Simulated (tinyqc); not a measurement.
One-dimensional ballistic tunnel FET, two-band WKB: one step of the calculation.

A p-type source for x < 0 with its Fermi level at 0 and its valence edge at ds; in the channel the bands fall as D exp(-x/lam) towards their flat values, with the conduction edge at Ec = ds - dP and D = dP + Eg. The gate moves dP one to one. The drain Fermi level lies at -Vd and the drain side reflects nothing. For w = E - Ec between 0 and dP an electron crosses the gap. Two-band dispersion with equal masses m: inside the gap kappa = sqrt(m u (1 - u/Eg)/C), u the distance from a band edge, C = hbar^2/(2 m0).

Task. Current on a coarse grid. S(w) = 2 lam int_0^Eg kappa(u) du/(w + Eg - u) = 2 pi lam sqrt(m/(C Eg)) [w + Eg/2 - sqrt(w (w + Eg))], T(w) = exp(-S). I = g (2 q^2/h) int_0^dP T(w) [f(E) - f(E + Vd)] dw, E = ds - dP + w, f(x) = 1/(1 + exp(x/Vt)). Simpson's rule on nE equally spaced points.

Inputs (values chosen for the exercise); band and dielectric values close to those of In0.53Ga0.47As:

| symbol | value | unit | meaning |
|---|---|---|---|
| T | 300 | K | temperature |
| Eg | 0.731 | eV | band gap |
| m | 0.042 | m0 | band-edge mass of the two-band model |
| lam | 4.5 | nm | screening length of the source junction |
| ds | 0.03 | eV | source valence edge above the source Fermi level |
| Vd | 0.5 | V | drain bias |
| g | 2 |  | number of degenerate subbands (spin apart) |
| dP | 0.14 | eV | tunnelling window Ev(source) - Ec(channel) |
| nE | 13 |  | points of the energy grid |

Constants: q = 1.602176634e-19 C, kB = 1.380649e-23 J/K, hbar = 1.054571817e-34 J s, h = 6.62607015e-34 J s, m0 = 9.1093837015e-31 kg, Vt = kB T/q, hbar^2/(2 m0) = 0.0380998212 eV nm^2. Results are converted to the units shown.

Give: w; T(w); difference of the f; I.

Result.

```
point,w (eV),T(w),difference of the f
0,0.00000,3.0798e-6,0.98601
1,0.01167,5.2026e-5,0.97820
2,0.02333,1.3716e-4,0.96618
3,0.03500,2.6902e-4,0.94790
4,0.04667,4.5442e-4,0.92055
5,0.05833,6.9920e-4,0.88065
6,0.07000,0.0010083,0.82452
7,0.08167,0.0013860,0.74951
8,0.09333,0.0018355,0.65581
9,0.10500,0.0023596,0.54820
10,0.11667,0.0029602,0.43589
11,0.12833,0.0036388,0.32978
12,0.14000,0.0043963,0.23859
```

I = 0.016042 uA

Numbers from tinyqc (`OMP_NUM_THREADS=1 python tinyqc.py 2620030 2620031 out.jsonl`; about 0.01 s on one thread of a shared Intel Xeon 2.30GHz).
